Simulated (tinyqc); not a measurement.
From results back to parameters: alloy A(1-x)B(x) by interpolation with bowing. Three cases, with inputs chosen for the exercise.

Problem. An unstrained alloy A(1-x)B(x) follows Vegard, a(x) = (1 - x) a_A + x a_B, and E(x) = (1 - x) E_A + x E_B - C x (1 - x) at Gamma. Its lattice constant and gap are given.

Find: x; linear part of the gap; C.

Method. x = (a - a_A)/(a_B - a_A); the bowing is the shortfall against the linear part divided by x (1 - x).

Case 1.

Values chosen (out of a larger set: A near InSb, B near InAs; not measured data): a = (6.475, 6.062) angstrom (lattice constant of A, B); Eg = (0.232, 0.418) eV (gap at Gamma to the s-like level of A, B).

a(x) = 6.425440 angstrom
gap at Gamma = 0.186314 eV

Solution.

x = 0.120
linear part of the gap = 0.2543 eV
C = 0.644 eV

Case 2.

Values chosen (out of a larger set: A near InP, B near GaP; not measured data): a = (5.866, 5.449) angstrom (lattice constant of A, B); Eg = (1.405, 2.859) eV (gap at Gamma to the s-like level of A, B).

a(x) = 5.836810 angstrom
gap at Gamma = 1.458476 eV

Solution.

x = 0.070
linear part of the gap = 1.5068 eV
C = 0.742 eV

Case 3.

Values chosen (out of a larger set: A near GaAs, B near InAs; not measured data): a = (5.645, 6.051) angstrom (lattice constant of A, B); Eg = (1.521, 0.411) eV (gap at Gamma to the s-like level of A, B).

a(x) = 5.852060 angstrom
gap at Gamma = 0.816206 eV

Solution.

x = 0.510
linear part of the gap = 0.9549 eV
C = 0.555 eV

Computed by tinyqc, one run a case: `OMP_NUM_THREADS=1 python tinyqc.py N N+1 out.jsonl` with N = 1050339, 1050346, 1050378; one thread of a shared Intel(R) Xeon(R) Processor @ 2.30GHz, about 0.01 s a run at most.
